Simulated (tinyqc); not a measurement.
Inside a calculation. Method: LDA (VWN5) atom on a uniform radial grid, spin-unpolarised, for He. Computed by tinyqc, a small Python program that keeps every step. Settings: Z = 2, points = 256, R = 11.7, functional = lda,vwn, mixing = 0.2, iteration cap = 86. Command: `OMP_NUM_THREADS=1 python tinyqc.py 31659 31660 out.jsonl` (the two numbers bound the seeds that draw the settings). One thread of a shared host (Intel(R) Xeon(R) Processor @ 2.60GHz), about 0.7 s of CPU time with the checks. Later iterations appear only in the table of the cycle.

## Iteration 1

Spherical atom on a uniform radial grid r_j = j h with h = R/(N + 1), h sum u^2 = 1 and integrals as h times sums, u(0) = u(R) = 0 (atomic units):
```
parameter            value
Z                        2
points N               256
R                11.700000
h                 0.045525
mixing            0.200000
electrons in 1s          2
```

Three-point differences turn -u''/2 + [l(l+1)/2r^2 - Z/r + V] u = e u into a tridiagonal matrix (diagonal 1/h^2 + potential, off-diagonal -1/2h^2). D = sum f u^2; the Hartree potential y/r solves y'' = -D/r with y(0) = 0, y(R) = N_e; v_xc comes from rho = D/(4 pi r^2); E = sum f e - int D V + int D (V_H/2 + eps_xc); V(new) = V + mixing (V_H + v_xc - V).

eigenvalues (hartree): [-1.99587]

Every 16th grid point:
```
r            V in     u(1s)         D      V_H       v_xc
0.72840   0.00000   0.95993   1.84292  2.37900   -0.71049
1.45681   0.00000   0.44818   0.40173  1.35696   -0.28990
2.18521   0.00000   0.15694   0.04926  0.91445   -0.12086
2.91362   0.00000   0.04885   0.00477  0.68639   -0.05068
3.64202   0.00000   0.01425   0.00041  0.54914   -0.02098
4.37043   0.00000   0.00399  3.19e-05  0.45762   -0.00850
5.09883   0.00000   0.00109  2.37e-06  0.39225   -0.00337
5.82724   0.00000   0.00029  1.68e-07  0.34322   -0.00131
6.55564   0.00000   0.00008  1.16e-08  0.30508   -0.00051
7.28405   0.00000  1.98e-05  7.81e-10  0.27457   -0.00019
8.01245   0.00000  5.08e-06  5.15e-11  0.24961   -0.00007
8.74086   0.00000  1.29e-06         0  0.22881  -2.82e-05
9.46926   0.00000  3.27e-07         0  0.21121    0.00000
10.19767  0.00000  8.19e-08         0  0.19612    0.00000
10.92607  0.00000  1.95e-08         0  0.18305    0.00000
11.65447  0.00000  8.17e-10         0  0.17161    0.00000
```

total energy = -2.6867364 hartree

## Iteration 2

As before.

eigenvalues (hartree): [-1.65576]

Every 16th grid point:
```
r            V in     u(1s)         D      V_H       v_xc
0.72840   0.33370   0.95086   1.80828  2.33816   -0.70629
1.45681   0.21341   0.47677   0.45461  1.35209   -0.30100
2.18521   0.15872   0.18237   0.06652  0.91400   -0.13220
2.91362   0.12714   0.06255   0.00782  0.68635   -0.05877
3.64202   0.10563   0.02023   0.00082  0.54914   -0.02599
4.37043   0.08982   0.00631   0.00008  0.45762   -0.01132
5.09883   0.07778   0.00192  7.36e-06  0.39225   -0.00484
5.82724   0.06838   0.00057  6.56e-07  0.34322   -0.00204
6.55564   0.06091   0.00017  5.70e-08  0.30508   -0.00085
7.28405   0.05488  4.92e-05  4.84e-09  0.27457   -0.00035
8.01245   0.04991  1.42e-05  4.04e-10  0.24961   -0.00015
8.74086   0.04576  4.07e-06  3.32e-11  0.22881   -0.00006
9.46926   0.04224  1.16e-06         0  0.21121  -2.49e-05
10.19767  0.03922  3.28e-07         0  0.19612    0.00000
10.92607  0.03661  8.67e-08         0  0.18305    0.00000
11.65447  0.03432  3.84e-09         0  0.17161    0.00000
```

total energy = -2.7395168 hartree

## Iteration 3

As before.

eigenvalues (hartree): [-1.39698]

Every 16th grid point:
```
r            V in     u(1s)         D      V_H       v_xc
0.72840   0.59334   0.94124   1.77186  2.30165   -0.70181
1.45681   0.38095   0.49936   0.49871  1.34706   -0.30960
2.18521   0.28333   0.20509   0.08412  0.91344   -0.14181
2.91362   0.22723   0.07610   0.01158  0.68630   -0.06608
3.64202   0.18914   0.02676   0.00143  0.54913   -0.03081
4.37043   0.16112   0.00910   0.00017  0.45762   -0.01422
5.09883   0.13970   0.00303  1.84e-05  0.39225   -0.00648
5.82724   0.12294   0.00099  1.97e-06  0.34322   -0.00291
6.55564   0.10958   0.00032  2.06e-07  0.30508   -0.00130
7.28405   0.09874   0.00010  2.12e-08  0.27457   -0.00058
8.01245   0.08982  3.28e-05  2.15e-09  0.24961   -0.00025
8.74086   0.08236  1.04e-05  2.15e-10  0.22881   -0.00011
9.46926   0.07603  3.26e-06  2.12e-11  0.21121  -4.95e-05
10.19767  0.07060  1.01e-06         0  0.19612  -1.02e-05
10.92607  0.06590  2.92e-07         0  0.18305    0.00000
11.65447  0.06178  1.35e-08         0  0.17161    0.00000
```

total energy = -2.7738970 hartree

## Convergence

Stop when input and output potentials agree to 1e-7.

Course of the cycle (hartree):
```
iteration           E     e(1s)  largest |V(out) - V(in)|
1          -2.6867364  -1.99587                  2.35e+00
2          -2.7395168  -1.65576                  1.78e+00
3          -2.7738970  -1.39698                  1.34e+00
4          -2.7956427  -1.20019                  1.01e+00
5          -2.8090131  -1.05058                  7.53e-01
6          -2.8170202  -0.93683                  5.61e-01
7          -2.8217034  -0.85032                  4.18e-01
8          -2.8243870  -0.78447                  3.11e-01
9          -2.8258990  -0.73429                  2.32e-01
10         -2.8267395  -0.69601                  1.74e-01
11         -2.8272023  -0.66676                  1.31e-01
...               ...       ...                       ...
62         -2.8277604  -0.56839                  7.85e-07
63         -2.8277604  -0.56839                  6.25e-07
64         -2.8277604  -0.56839                  4.98e-07
65         -2.8277604  -0.56839                  3.97e-07
66         -2.8277604  -0.56839                  3.16e-07
67         -2.8277604  -0.56839                  2.52e-07
68         -2.8277604  -0.56839                  2.01e-07
69         -2.8277604  -0.56839                  1.60e-07
70         -2.8277604  -0.56839                  1.27e-07
71         -2.8277604  -0.56839                  1.01e-07
72         -2.8277604  -0.56839                  8.08e-08
```

Converged in 72 iterations. A uniform grid resolves the cusp poorly: for a bare nucleus this grid gives 1s at -1.99587 against -Z^2/2 = -2 hartree. Before convergence this energy mixes input and output and is not variational, so it may rise towards its limit.
